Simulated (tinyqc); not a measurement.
Capacitance measurement on a leaky thin oxide: effects of series resistance and leakage: two steps of the calculation.

The device is a capacitance C in parallel with a leakage conductance G, in series with Rs and Ls. An impedance meter reports either a parallel pair (Cp, Gp) from Y = 1/Z = Gp + i w Cp or a series pair (Cs, Rm) from Z = Rm + 1/(i w Cs); w = 2 pi f, dissipation D = Gp/(w |Cp|).

Parameters, values chosen for the exercise; values of the order met in thin-oxide MOS capacitors:

| symbol | value | unit | meaning |
|---|---|---|---|
| eox | 25.2 |  | relative permittivity of the gate insulator (close to zirconium oxide) |
| tox | 5.1 | nm | insulator thickness |
| A | 10000 | um^2 | gate area |
| zc | 0.51 | nm | oxide-equivalent thickness added by the accumulation layer |
| zp | 0 | nm | oxide-equivalent thickness added by gate depletion |
| Jg | 0.88 | A/cm^2 | gate leakage current density, not matched to the thickness |
| Vs | 0.22 | V | voltage for an e-fold rise of the leakage |
| Rs | 400 | ohm | series resistance |
| Ls | 0 | nH | series inductance |
| f | 1e5 | Hz | measuring frequency |

Constants: eps0 = 8.8541878128e-14 F/cm where lengths are in cm. Results are converted to the units shown.

Question 1. True capacitance and conductance. EOT = 3.9 tox/eox; CET = EOT + zc + zp; C = 3.9 eps0 A/CET; G = Jg A/Vs.

Wanted: EOT; CET; C; G.

Answer 1.

EOT = 0.7893 nm
CET = 1.299 nm
C = 265.8 pF
G = 400.0 uS

Question 2. What the meter reports. Z = Rs + i w Ls + 1/(G + i w C).

C = 265.77166 pF
G = 400 uS

Find: Z; Cp; Gp; Cs; D.

Answer 2.

Z = (2.529-0.889i) x 1e3 ohm
Cp = 196.9 pF
Gp = 351.9 uS
Cs = 1791 pF
D = 2.845

Cp is 26 % below C and Cs is 6.74 times it; G Rs = 0.160, w C Rs = 0.0668 and G/(w C) = 2.40.

Numbers from tinyqc (`OMP_NUM_THREADS=1 python tinyqc.py 2022056 2022057 out.jsonl`; about 0.01 s on one thread of a shared Intel Xeon 2.30GHz).
